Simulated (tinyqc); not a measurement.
Inside a calculation: propagation of a band-gap error through k.p and effective-mass formulas. Values are carried at full precision from step to step, so a last printed digit may differ when a step is redone from the rounded ones.

Chain, for a gap E (the reference Eg or another value), with Ep and Dso kept: 1/me = 1 + Ep (E + 2 Dso/3)/(E (E + Dso)); g* = 2 - 2 Ep Dso/(3 E (E + Dso)); g1(E) = g1 + (Ep/3)(1/E - 1/Eg), g2(E) = g2 + (Ep/6)(1/E - 1/Eg), light hole 1/(g1 + 2 g2), heavy hole 1/(g1 - 2 g2) along [100]; optical constant ei(E) = 1 + (ei - 1)(EP/(EP + E - Eg))^2, static e0(E) = ei(E) + e0 - ei.

Constants: Ry = 13.60569312 eV; a0 (Bohr radius) = 0.5291772105 angstrom; kB = 8.617333262e-05 eV/K; hbar^2/2m0 = 3.80998211 eV angstrom^2.

Parameters, chosen for this exercise (reference values near those of ZnSe, gap at low temperature; the results hold for these values, not for the real material):
- Eg = 2.781 eV (gap at Gamma to the s-like level)
- Dso = 0.403 eV (spin-orbit splitting)
- Ep = 24.1 eV (Kane energy)
- g1 = 3.78 (Luttinger gamma1)
- g2 = 1.24 (gamma2)
- e0 = 8.76 (static dielectric constant)
- ei = 5.79 (optical dielectric constant)
- EP = 7.25 eV (mean (Penn) gap)
- Eg2 = 1.112 eV (a wrong gap, of the size a semi-local functional can give)
- mh = 0.62 m0 (density-of-states mass of the holes)
- T = 77 K (temperature)
- k = 0.046 1/angstrom (wave vector)

## Masses, g factor and screening for both gaps

Evaluate the chain at Eg and at Eg2.

Band values at the two gaps:
```
quantity     at Eg   at Eg2  ratio
me          0.1075  0.04819  0.448
g*           1.269   -1.843      -
g1           3.780    8.116  2.147
g2           1.240    3.408  2.748
light hole  0.1597  0.06697  0.419
heavy hole  0.7692   0.7692  1.000
ei           5.790    9.083  1.569
e0           8.760    12.05  1.376
```

The gap is off by a factor of 0.40; the electron mass follows with 0.45 and the light hole with 0.42, while the heavy hole, which does not couple to the conduction level, keeps its value. The optical constant changes less, by +57 %, as it answers to the mean gap, which shifts by the same -1.67 eV on a base of 7.25 eV. g* moves by -3.11; remote bands, left out here, shift it by tenths or, where it is large, by some per cent.

## Binding energies and densities for both gaps

Donor: R = Ry me/e0^2, a_B = a0 e0/me, Mott density (0.26/a_B)^3. Nc, Nv = 2 (m kT/(4 pi c))^(3/2), c = hbar^2/2m0, ni = sqrt(Nc Nv) exp(-E/2kT). Exciton: Ry mu/e0^2 with 1/mu = 1/me + g1(E). 1 angstrom^-3 = 1e24 cm^-3.

Use the values of the table.

Results:
```
quantity                  at Eg     at Eg2     ratio
R (meV)                   19.06      4.513     0.237
a_B (angstrom)            43.11      132.4      3.07
Mott density (cm^-3)  2.193e+17  7.580e+15    0.0346
Nc (cm^-3)            1.150e+17  3.452e+16     0.300
ni (cm^-3)            4.178e-74  9.528e-20  2.28e+54
exciton (meV)             13.55      3.244     0.239
```

Power laws carry the error on: the donor energy (me/e0^2) by a factor of 0.237, the Mott density (cube of me/e0) by 0.0346. ni, with its exponential, changes by a factor of 2.28e+54, that is 54.4 decades.

## A scissor shift and what it does not mend

A rigid shift D = Eg - Eg2 of the conduction band restores the gap but leaves the curvature, so the mass stays me(Eg2); redoing the sum 1/m = 1 + Ep (E + 2 Dso/3)/(E (E + Dso)) with E = Eg and the same Ep gives another mass. For optics, eps2 at the edge goes as |p|^2/E^2: a rigid shift keeps the dipole elements p/E, while shifting the energies under unchanged p scales eps2 by (Eg2/Eg)^2.

shift D = 1.669 eV
mass under a rigid shift = 0.0482 m0
mass from the sum with the corrected gap = 0.1075 m0
factor on eps2 if p is left unscaled = 0.160

The rigid shift leaves the mass off by a factor of 0.45. The mass from the corrected gap is the reference me(Eg) here, because the exercise keeps Ep fixed; a real correction of the gap depends on k and changes Ep as well.

## Far from the edge the relative error shrinks

Two-level dispersion E(k) = sqrt(E^2/4 + Ep c k^2) - E/2 at k/4, k, 4k for both gaps, c = hbar^2/2m0.

Energies above the edge:
```
k (1/angstrom)  at Eg (eV)  at Eg2 (eV)  ratio
0.01150             0.0044       0.0108  2.481
0.04600             0.0682       0.1535  2.251
0.18400             0.8550       1.2927  1.512
```

The ratio tends to Eg/Eg2 = 2.50 at k = 0 and goes from 2.481 to 1.512: at large k both curves approach the same slope sqrt(Ep c), while their distance in eV grows towards |Eg - Eg2|/2.

## Checks

- Chain at E = Eg against the inputs g1, g2, ei, e0: they agree to 1e-10 or better.

Run: tinyqc, `OMP_NUM_THREADS=1 python tinyqc.py 1880602 1880603 out.jsonl`; Intel(R) Xeon(R) Processor @ 2.30GHz, one thread, shared host; about 0.01 s of CPU time with all checks.
